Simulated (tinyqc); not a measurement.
# Short-channel transistor, virtual-source model with series resistance, step by step

Computed by the program tinyqc: `OMP_NUM_THREADS=1 python tinyqc.py 2380064 2380065 out.jsonl`, one thread of a shared Intel Xeon 2.30GHz, about 0.01 s for the whole run. Printed values are rounded.

The current per gate width is the charge at the top of the source barrier (the virtual source) times its velocity times a saturation function; al and be are fitting constants of the model. Units: I in uA/um, Rs in ohm um, so I Rs = 1e-6 I Rs in volts; Q in uC/cm^2, so I = 1e-4 Q vx0 Fsat with vx0 in cm/s.

Inputs (values chosen for the exercise): temperature T = 300 K; inversion capacitance Cinv = 3.93 uF/cm^2; velocity at the virtual source vx0 = 9.49e6 cm/s; apparent mobility mu = 430 cm^2/(V s); channel length L = 25 nm; threshold at zero drain voltage VT0 = 0.48 V; drain-induced barrier lowering dl = 0.195 V/V; subthreshold factor n0 = 1.51; growth of n with drain voltage nd = 0.2 1/V; threshold shift (in units of Vt) from weak to strong inversion al = 3.5; sharpness of saturation be = 1.4; series resistance of each contact Rs = 70 ohm um; gate voltage Vgs = 0.74 V; drain voltage Vds = 0.05 V.

Constants: q = 1.602176634e-19 C, kB = 1.380649e-23 J/K, Vt = kB T/q. Results are converted to the units shown.

## Iteration 1: current through the series resistance

I at the start = 0 uA/um

Intrinsic voltages Vg' = Vgs - I Rs, Vd' = Vds - 2 I Rs. n = n0 + nd Vd', VT = VT0 - dl Vd', Ff = 1/(1 + exp((Vg' - VT + al Vt/2)/(al Vt))), Q = Cinv n Vt ln(1 + exp((Vg' - VT + al Vt Ff)/(n Vt))), Vdsat = (vx0 L/mu)(1 - Ff) + Vt Ff, Fsat = u/(1 + u^be)^(1/be) with u = Vd'/Vdsat, and I(out) = Q vx0 Fsat per width. (Fsat takes the sign of u.) Newton step: I(new) = I + (I(out) - I)/(1 - s), s = dI(out)/dI by a central difference with +/- 0.001 uA/um.

Vg' = 0.74 V
Vd' = 0.05 V
VT = 0.470250 V
Ff = 0.0298503
Q = 1.07088 uC/cm^2
Vdsat = 0.0542991 V
Fsat = 0.584185
I(out) = 593.688 uA/um
s = -1.07949
I after iteration 1 = 285.497 uA/um

## Iteration 2: current through the series resistance

As before.

Vg' = 0.720015 V
Vd' = 0.0100304 V
VT = 0.478044 V
Ff = 0.0401465
Q = 0.965509 uC/cm^2
Vdsat = 0.0539972 V
Fsat = 0.174127
I(out) = 159.547 uA/um
s = -2.09155
I after iteration 2 = 244.757 uA/um

## Course of the iteration: current through the series resistance

Stop when I changes by less than 1e-7 uA/um, or after 80 iterations.

Course of the iteration:
```
iteration,I (uA/um),|change| (uA/um)
1,285.497,285
2,244.757,40.7
3,243.469,1.29
4,243.467,1.30e-3
5,243.467,1.32e-9
```

Converged in 5 iterations. At the end the number of correct digits about doubles with each step.

## What the series resistance costs

converged I = 243.467 uA/um
I0 = 593.688 uA/um

Intrinsic voltages Vg' = Vgs - I Rs, Vd' = Vds - 2 I Rs. n = n0 + nd Vd', VT = VT0 - dl Vd', Ff = 1/(1 + exp((Vg' - VT + al Vt/2)/(al Vt))), Q = Cinv n Vt ln(1 + exp((Vg' - VT + al Vt Ff)/(n Vt))), Vdsat = (vx0 L/mu)(1 - Ff) + Vt Ff, Fsat = u/(1 + u^be)^(1/be) with u = Vd'/Vdsat, and I = Q vx0 Fsat per width. I0 is the current for Rs = 0. Effective velocity I/Q; transit time L Q/I.

loss against I0 = 58.9907 %
effective velocity = 2.48196e6 cm/s
transit time = 1.00727 ps

The carriers leave the virtual source at 26.2 % of vx0: Vd' is not large against Vdsat.
